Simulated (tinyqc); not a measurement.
MOS inversion layer, Poisson-Schroedinger loop: one step of the calculation.

Electrons confined at an insulator interface at z = 0, treated as a hard wall; parabolic valleys, Hartree approximation, no image or exchange terms. The depletion charge lies far deeper than the electrons and gives a uniform field q Nd/(eps0 eps_r); the gate balances all charge. Energies are counted from the band edge at the interface.

Question. Converged levels, occupations and centroid. Tridiagonal Hamiltonian with psi = 0 one step beyond both ends: H_ii = C (1/m_(i-1/2) + 1/m_(i+1/2))/hz^2 + V0_i + U_i (+ dE for the set B), H_(i,i+1) = -C/(m_(i+1/2) hz^2), C = hbar^2/(2 m0). The lowest 2 level(s) of each valley set are kept, normalised to hz sum |psi|^2 = 1. The mass is the same on all intervals.

Level k holds N_k = D_k Vt ln(1 + exp((EF - E_k)/Vt)) with D = 2 md1 m0 q/(pi hbar^2) for the set A, D = 4 md2 m0 q/(pi hbar^2) for the set B per eV (spin included); EF is fixed by sum N_k = Ns.

Solve for the levels with V0 + U, find EF, n_i = sum_k N_k |psi_k|^2 (in cm^-3); share of each level N_k/Ns; centroid sum n z/sum n.

Values chosen for this exercise; masses and permittivity close to those of silicon (100):
```
symbol,value,unit,meaning
T,300,K,temperature
mz1,0.927,m0,mass along z of valley set A (2 valley(s))
md1,0.192,m0,in-plane density-of-states mass of set A
mz2,0.192,m0,mass along z of valley set B (4 valley(s))
md2,0.422,m0,in-plane density-of-states mass of set B
Ns,1.3e13,cm^-2,sheet density of electrons
dE,0,eV,extra shift of set B (strain)
hz,0.67,nm,mesh step
```

Constants: q = 1.602176634e-19 C, kB = 1.380649e-23 J/K, hbar = 1.054571817e-34 J s, m0 = 9.1093837015e-31 kg, Vt = kB T/q, hbar^2/(2 m0) = 0.0380998212 eV nm^2. Results are converted to the units shown.

```
node	z (nm)	fixed potential V0 (eV)	converged U (eV)
1	0.67	0.01776754	0.13586939
2	1.34	0.03553509	0.21167767
3	2.01	0.05330263	0.24768535
4	2.68	0.07107018	0.26626298
5	3.35	0.08883772	0.27579142
6	4.02	0.10660526	0.28046707
7	4.69	0.12437281	0.28269870
8	5.36	0.14214035	0.28375072
9	6.03	0.15990790	0.28424202
10	6.7	0.17767544	0.28446795
11	7.37	0.19544298	0.28456894
12	8.04	0.21321053	0.28461197
13	8.71	0.23097807	0.28462897
14	9.38	0.24874562	0.28463491
15	10.05	0.26651316	0.28463658
16	10.72	0.28428070	0.28463686
```

Give: levels; EF; shares; n; centroid.

Answer.

levels (eV): A1 0.26577, A2 0.36612, B1 0.37053, B2 0.47815
EF = 0.32277 eV
shares (%): A1 73.664, A2 5.466, B1 20.527, B2 0.344
n, node 1 to 16 (in units of 1e19 cm^-3): 8.5771  5.6838  2.4891  1.2923  0.6930  0.3490  0.1685  0.0801  0.0379  0.0178  0.0083  0.0037  0.0016  0.0006  0.0002  0.0000
centroid = 1.4036 nm

tinyqc, about 1 s, one thread, Intel Xeon 2.30GHz (shared host): `OMP_NUM_THREADS=1 python tinyqc.py 2160120 2160121 out.jsonl`
